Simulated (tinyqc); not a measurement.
Inside a calculation. Method: plane-wave Kohn-Sham cycle with exchange-only LDA in a layered model solid. One step of it, computed by the program tinyqc.

Problem. Iteration 2: levels at that k. Diagonalise the Hermitian matrix.

H (hartree), lower triangle:
```
           -3         -2         -1         +0         +1         +2        +3
-3   3.821671
-2  -0.304025   1.354270
-1   0.001262  -0.304025  -0.016509
+0  -0.000034   0.001262  -0.304025  -0.290664
+1   0.000105  -0.000034   0.001262  -0.304025   0.531803
+2   0.000022   0.000105  -0.000034   0.001262  -0.304025   2.450892
+3  -0.000001   0.000022   0.000105  -0.000034   0.001262  -0.304025  5.466605
```

Give: eigenvalues.

Solution.

eigenvalues (hartree): -0.5626  0.0690  0.6018  1.3852  2.4686  3.8590  5.4972
